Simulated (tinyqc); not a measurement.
## Doping and flat-band voltage from the body effect

Inverse problem. VT = Vfb + 2 phiF + gamma sqrt(2 phiF + Vsb), phiF = Vt ln(Na/ni), gamma = sqrt(2 q eps0 eps_r Na)/Cox, Cox = eps0 eox/tox. Find Na, gamma and Vfb from two thresholds.

Inputs (values chosen for the exercise); material values close to those of 4H silicon carbide:
```
symbol  value  unit                                      meaning
T         350     K                                  temperature
eps_r    9.73         relative permittivity of the semiconductor
eox      25.7        relative permittivity of the gate insulator
tox       120    nm                          insulator thickness
```

Constants: q = 1.602176634e-19 C, kB = 1.380649e-23 J/K, Vt = kB T/q, eps0 = 8.8541878128e-14 F/cm where lengths are in cm. Results are converted to the units shown.

VT at Vsb = 0 and 1 V (V): 2.8146700  3.0959446
ni = 1.4491344e-4 cm^-3

Answer. The difference of the thresholds, gamma [sqrt(2 phiF + Vsb) - sqrt(2 phiF)], holds no Vfb and rises with Na, so it has one root; Vfb then follows from the first threshold.

Na = 1.40e17 cm^-3
gamma = 1.04 V^0.5
Vfb = -1.87 V

Computed by the program tinyqc: `OMP_NUM_THREADS=1 python tinyqc.py 2360148 2360149 out.jsonl`, one thread of a shared Intel Xeon 2.30GHz, about 0.05 s for the whole run.
